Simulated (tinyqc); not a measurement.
Worked calculation: Hueckel theory of the pi electrons, for the molecule c1ccc2cccc-2nc1 (SMILES; centres numbered as the heavy atoms are written). Computed by tinyqc, a small Python program that keeps every step. Settings: charge = 0. Command: `OMP_NUM_THREADS=1 python tinyqc.py 23510 23511 out.jsonl` (the two numbers bound the seeds that draw the settings). One thread of a shared host (Intel(R) Xeon(R) Processor @ 2.60GHz), about 0.01 s of CPU time with the checks.

## The Hueckel matrix

Centres:
```
centre  z_r, pi electrons of the neutral centre         h
1C                                            1  0.000000
2C                                            1  0.000000
3C                                            1  0.000000
4C                                            1  0.000000
5C                                            1  0.000000
6C                                            1  0.000000
7C                                            1  0.000000
8C                                            1  0.000000
9N                                            1  0.500000
10C                                           1  0.000000
```

Bonds:
```
i    j         k
1    2         1
2    3         1
3    4         1
4    5         1
5    6         1
6    7         1
7    8         1
8    9         1
9   10  1.000000
10   1         1
8    4         1
```

H_rr = alpha + h_r beta, H_rs = k_rs beta for bonded centres.

Hueckel matrix in units of beta (H = alpha + beta A), lower triangle:
```
           1C        2C        3C        4C        5C        6C        7C        8C
1C   0.000000
2C   1.000000  0.000000
3C   0.000000  1.000000  0.000000
4C   0.000000  0.000000  1.000000  0.000000
5C   0.000000  0.000000  0.000000  1.000000  0.000000
6C   0.000000  0.000000  0.000000  0.000000  1.000000  0.000000
7C   0.000000  0.000000  0.000000  0.000000  0.000000  1.000000  0.000000
8C   0.000000  0.000000  0.000000  1.000000  0.000000  0.000000  1.000000  0.000000
9N   0.000000  0.000000  0.000000  0.000000  0.000000  0.000000  0.000000  1.000000
10C  1.000000  0.000000  0.000000  0.000000  0.000000  0.000000  0.000000  0.000000

           9N       10C
9N   0.500000
10C  1.000000  0.000000
```

## Orbitals

pi electrons, sum of z_r less the charge = 10

Diagonalise; E = alpha + x beta with beta < 0, so the largest x are filled first; degenerate levels share their electrons. P = sum n_i c_ri c_si; each orbital has its largest coefficient positive (the first on a tie).

x values: 2.365873  1.684151  1.475273  0.908220  0.489921  -0.281405  -0.691950  -1.575497  -1.817763  -2.056824

occupations: 2.000000  2.000000  2.000000  2.000000  2.000000  0.000000  0.000000  0.000000  0.000000  0.000000

coefficients:
```
          MO1        MO2        MO3        MO4        MO5        MO6        MO7        MO8
1C   0.179506   0.465689   0.197940   0.385706  -0.008808  -0.470767  -0.120736   0.370351
2C   0.187136   0.312288   0.477876   0.138059  -0.308072   0.210303  -0.452467  -0.292527
3C   0.263234   0.060251   0.507057  -0.260318  -0.142123   0.411586   0.433820   0.090525
4C   0.435642  -0.210816   0.270172  -0.374485   0.238443  -0.326125   0.152285   0.149906
5C   0.291271  -0.333158   0.166121   0.211212   0.564286  -0.012667  -0.301357  -0.434902
6C   0.253467  -0.350272  -0.025099   0.566313   0.038013   0.329690   0.056239   0.535282
7C   0.308401  -0.256753  -0.203148   0.303124  -0.545663  -0.080110   0.262442  -0.408432
8C   0.476170  -0.082139  -0.274600  -0.291009  -0.305345  -0.307146  -0.237836   0.108202
9N   0.382514   0.329235  -0.472134  -0.192939   0.157625   0.492667  -0.250156   0.088055
10C  0.237553   0.472003  -0.185860   0.212247   0.303756  -0.077826   0.536010  -0.290959

           MO9       MO10
1C    0.428733  -0.075589
2C   -0.372337   0.227953
3C    0.248087  -0.393269
4C   -0.078627   0.580933
5C    0.208879  -0.299658
6C   -0.301065   0.035410
7C    0.338387   0.226826
8C   -0.314041  -0.501950
9N    0.311093   0.224665
10C  -0.406998  -0.072478
```

charge and bond-order matrix P, lower triangle:
```
            1C         2C         3C         4C         5C         6C         7C         8C
1C    0.874232
2C    0.659152   0.949755
3C    0.153046   0.636463   0.835987
4C   -0.226076   0.039278   0.605128   1.008629
5C    0.013029  -0.229660   0.011303   0.594920   1.172916
6C    0.191017  -0.014947  -0.239867  -0.051057   0.654833   1.019442
7C    0.034609   0.180809  -0.077307  -0.220059  -0.204531   0.648245   1.183869
8C   -0.233370  -0.027751   0.200617   0.373476  -0.226647  -0.040105   0.604257   0.973623
9N    0.105448  -0.252840  -0.182096   0.159023  -0.057018  -0.219578  -0.030292   0.585527
10C   0.609699   0.077523  -0.203387  -0.106573   0.194601   0.062585  -0.223162  -0.058267

           9N       10C
9N   1.079388
10C  0.681893  0.902157
```

## Energy, charges, bond orders

E = sum n x; q_r = z_r - P_rr; bond order p = P_rs; free valence = sqrt(3) - sum of p over the bonds of the atom.

pi energy = 10 alpha + this times beta = 13.846878

pi charges: 1C 0.125768, 2C 0.050245, 3C 0.164013, 4C -0.008629, 5C -0.172916, 6C -0.019442, 7C -0.183869, 8C 0.026377, 9N -0.079388, 10C 0.097843

Bond orders and lengths from R = 1.517 - 0.180 p (angstrom, C-C alone):
```
bond         p         R
1-2   0.659152  1.398353
2-3   0.636463  1.402437
3-4   0.605128  1.408077
4-5   0.594920  1.409914
5-6   0.654833  1.399130
6-7   0.648245  1.400316
7-8   0.604257  1.408234
8-9   0.585527         -
9-10  0.681893         -
10-1  0.609699  1.407254
8-4   0.373476  1.449774
```

free valence of the carbons: 1C 0.463200, 2C 0.436436, 3C 0.490461, 4C 0.158527, 5C 0.482298, 6C 0.428973, 7C 0.479549, 8C 0.168791, 10C 0.440459

gap between the highest filled and the next level = 0.771327 |beta|
